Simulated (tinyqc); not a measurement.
Inside a calculation. Model: bandgap voltage reference from two bipolar transistors.

Computed by the program tinyqc: `OMP_NUM_THREADS=1 python tinyqc.py 2062024 2062025 out.jsonl`, one thread of a shared Intel Xeon 2.30GHz, about 0.02 s for the whole run. Printed values are rounded.

Two transistors of area 1 and N carry the same current I. Is(T) = Is (T/T0)^eta exp[(Vg0 q/kB)(1/T0 - 1/T)], VBE1 = Vt ln(I/Is(T)) + I rb, VBE2 = Vt ln(I/(N Is(T))) + I rb/N. The amplifier forces I R1(T) = VBE1 - VBE2 + Vos, with R(T) = R (1 + tc (T - T0)) for both resistors, and the output is Vref = VBE1 + I R2(T). Base currents and the Early effect are neglected.

Inputs (values chosen for the exercise); values of the order met in silicon bipolar transistors: reference temperature T0 = 298 K; band-gap voltage extrapolated to 0 K Vg0 = 1.172 V; temperature exponent of the saturation current eta = 3.9; saturation current of the unit transistor at T0 Is = 8.2e-17 A; area ratio of the second transistor N = 4; resistor across which the difference of VBE falls, at T0 R1 = 13 kohm; temperature coefficient of both resistors tc = 0 ppm/K; offset of the amplifier Vos = 0.7 mV; series resistance of the unit transistor rb = 38 ohm; output resistor at T0 R2 = 224 kohm; temperature T = 273 K.

Constants: q = 1.602176634e-19 C, kB = 1.380649e-23 J/K. Results are converted to the units shown.

## Operating point at the reference temperature

Vt = kB T/q; I = (Vt ln N + Vos)/(R1(T) - rb (1 - 1/N)). Evaluate at T = T0.

Vt = 0.02567965 V
I = 2.798409 uA
Is(T) = 8.2e-17 A
VBE1 = 0.6229240 V
I R2 = 0.6268435 V
Vref = 1.249768 V

## Operating point at another temperature

Vt = kB T/q; I = (Vt ln N + Vos)/(R1(T) - rb (1 - 1/N)).

Vt = 0.02352532 V
I = 2.568170 uA
Is(T) = 8.918802e-19 A
VBE1 = 0.6750070 V
I R2 = 0.5752701 V
Vref = 1.250277 V

From T0 to T, VBE1 changes by 52.1 mV and I R2 by -51.6 mV, which leaves 0.510 mV in Vref.

## Resistor for zero slope at T0, ideal case

With tc = 0, Vos = 0 and rb = 0 the current is proportional to T, dVBE/dT = (VBE - Vg0 - (eta - 1) Vt)/T, and Vref has zero slope at T0 when Vref = Vg0 + (eta - 1) Vt0. Find VBE1, its slope, that Vref, R2/R1 and the curvature d2Vref/dT2 = -(eta - 1) kB/(q T0).

VBE1 = 0.6222613 V
dVBE/dT = -2.094663 mV/K
Vref = 1.246471 V
R2/R1 = 17.53420
curvature = -0.8385995 uV/K^2
